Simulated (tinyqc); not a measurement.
Inside a calculation. Method: Hueckel theory of the pi electrons with the omega technique, for the molecule BC=CC=N (SMILES; centres numbered as the heavy atoms are written). One step of it, computed by the program tinyqc.

Task: Omega technique, round 1. h_r = h_r(0) + omega q_r, omega = 1, with q_r = z_r - P_rr.

Hueckel matrix in units of beta (H = alpha + beta A), order 1B, 2C, 3C, 4C, 5N:
$$\begin{pmatrix}
-1.100000 & 0.630000 & 0.000000 & 0.000000 & 0.000000 \\
0.630000 & 0.000000 & 1.000000 & 0.000000 & 0.000000 \\
0.000000 & 1.000000 & 0.000000 & 1.000000 & 0.000000 \\
0.000000 & 0.000000 & 1.000000 & 0.000000 & 1.000000 \\
0.000000 & 0.000000 & 0.000000 & 1.000000 & 0.560000
\end{pmatrix}$$

charge and bond-order matrix P, order 1B, 2C, 3C, 4C, 5N:
$$\begin{pmatrix}
0.081330 & 0.273318 & 0.237136 & 0.006719 & -0.158316 \\
0.273318 & 0.934959 & 0.858552 & 0.136843 & -0.406485 \\
0.237136 & 0.858552 & 0.922407 & 0.447834 & 0.008951 \\
0.006719 & 0.136843 & 0.447834 & 0.794515 & 0.859331 \\
-0.158316 & -0.406485 & 0.008951 & 0.859331 & 1.266789
\end{pmatrix}$$

Centres:
```
centre  z_r, pi electrons of the neutral centre          h
1B                                            0  -1.100000
2C                                            1   0.000000
3C                                            1   0.000000
4C                                            1   0.000000
5N                                            1   0.560000
```

Give: matrix after round 1.

Result:

matrix after round 1, order 1B, 2C, 3C, 4C, 5N:
$$\begin{pmatrix}
-1.181 & 0.630 & 0.000 & 0.000 & 0.000 \\
0.630 & 0.065 & 1.000 & 0.000 & 0.000 \\
0.000 & 1.000 & 0.078 & 1.000 & 0.000 \\
0.000 & 0.000 & 1.000 & 0.205 & 1.000 \\
0.000 & 0.000 & 0.000 & 1.000 & 0.293
\end{pmatrix}$$
